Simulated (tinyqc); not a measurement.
# From shift after t_s back to mean capture barrier mu_c

Model: oxide trap near a transistor channel: two-state multiphonon kinetics, telegraph noise and bias instability. Computed by tinyqc, a small Python program. Command: `OMP_NUM_THREADS=1 python tinyqc.py 3001586 3001587 out.jsonl oxidetrap inv`. One thread of a shared host (Intel(R) Xeon(R) Processor @ 2.30GHz), about 0.02 s of CPU time with the checks.

An n-channel device under positive gate bias. The trap is empty (state 1) or holds an electron (state 2); both states are parabolas of equal curvature, and the electron reservoir is taken at the Fermi level of the channel.

Inputs (values chosen for the exercise, with an insulator like HfO2 on silicon):
```
quantity                           value  unit
attempt rate k_0 at the interface  5e+12   1/s
temperature T                        450     K
stress time t_s                       10     s
spread of the barriers s_c          0.12    eV
saturation shift dV_max              280    mV
```

Parts treated: one trap and an ensemble.

Constants: k_B = 8.617333262e-05 eV/K.

Method. For a normal spread of capture barriers (given for the stress field, with depth and field not resolved, k_0 being taken as the effective rate of the ensemble), traps with barrier below k_B T ln(k_0 t) are filled: dV(t) = (dV_max/2) erfc((mu_c - k_B T ln(k_0 t))/(sqrt(2) s_c)); local exponent n = d ln dV/d ln t (central difference, factor 1.01 in t).

Question. A run gave the result below. Find the mean capture barrier mu_c, known to lie between 0.81 and 1.7 eV.

shift after t_s = 247.8602 mV

Answer.

Each step takes the trial c = (a f_b - b f_a)/(f_b - f_a), f being the result less the target and a, b, c the logarithms of the listed values; c replaces end b, the old b replaces a if the sign of f changed, and otherwise f_a is halved.

Scan of the range:
```
mean capture barrier mu_c (eV)  shift after t_s (mV)
0.810                                    2.79919e+02
0.917                                    2.78498e+02
1.040                                    2.62235e+02
1.170                                    1.87926e+02
1.330                                    5.22703e+01
1.500                                    2.94873e+00
1.700                                    9.91405e-03
```

False position (Illinois rule, in the logarithm of the input) inside the bracket:
```
step    end a    end b    trial  shift after t_s (mV)
1     1.04000  1.17000  1.06397               254.156
2     1.17000  1.06397  1.07362               250.228
3     1.17000  1.07362  1.08040               247.222
4     1.07362  1.08040  1.07896               247.879
5     1.08040  1.07896  1.07900               247.860
6     1.08040  1.07900  1.07900               247.860
7     1.07900  1.07900  1.07900               247.860
```

Shift after t_s falls at every point of a 13-point scan of the range (every second point is shown), so one value fits; it is bracketed by 1.04 and 1.17. Answer: mean capture barrier mu_c = 1.079 eV.
